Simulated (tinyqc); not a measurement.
Inside a calculation. Model: resistance of a tapered via with liner, size effect and interface.

tinyqc, about 0.01 s, one thread, Intel Xeon 2.30GHz (shared host): `OMP_NUM_THREADS=1 python tinyqc.py 2750185 2750186 out.jsonl` Printed values are rounded.

A round via whose diameter grows from db at the bottom as D(z) = db + 2 z/tan(ang). The fill, of diameter D - 2 tl, starts above the bottom liner (thickness fb tl) and has rho = rho0 (1 + ks lam/(D - 2 tl)); the sidewall liner conducts in parallel with it. The bottom liner and the interface are crossed over the full area pi db^2/4. Spreading in the lines above and below is left out.

Inputs (values chosen for the exercise); fill metal close to tungsten: diameter at the bottom db = 37 nm; height hv = 120 nm; sidewall angle ang = 88 degrees; bulk resistivity of the fill rho0 = 5.44 uohm cm; mean free path of the fill lam = 15.3 nm; size-effect factor ks = 0.9; liner on the sidewall tl = 3.1 nm; liner at the bottom over that on the sidewall fb = 0.5; resistivity of the liner rl = 210 uohm cm; interface resistivity at the bottom ri = 5.5e-13 ohm cm^2; ballistic conductance per area, about 3/(4 rho0 lam) Sb = 9.1e14 S/m^2.

## Slices of the via

Slices between z0 = fb tl and hv, evaluated at their midpoints: conductance per length pi/4 [(D - 2 tl)^2/rho + (D^2 - (D - 2 tl)^2)/rl], slice resistance = slice height over that. 7 slices.

```
slice   z (nm)   D (nm)  rho (uohm cm)  slice resistance (ohm)
0      10.0107  37.6992        7.81812                 1.67077
1      26.9321  38.8810        7.73212                 1.53625
2      43.8536  40.0628        7.65213                 1.41711
3      60.7750  41.2446        7.57753                 1.31111
4      77.6964  42.4264        7.50779                 1.21640
5      94.6179  43.6083        7.44247                 1.13146
6      111.539  44.7901        7.38114                 1.05500
```

## Total resistance

R_fill = sum of the slices; R_bottom = rl fb tl/(pi db^2/4); R_interface = ri/(pi db^2/4); ballistic (Sharvin) limit 1/(Sb pi (db - 2 tl)^2/4); ideal cylinder rho0 hv/(pi db^2/4).

parts (ohm): fill 9.33810, bottom liner 3.02732, interface 0.0511528
R = 12.4166 ohm
shares (%): fill 75.2068, bottom liner 24.3813, interface 0.4120
ballistic limit = 1.47492 ohm
ideal cylinder = 6.07137 ohm

The fill is the largest part, and R is 2.05 times the ideal cylinder. With 2000 slices R = 12.420 ohm.
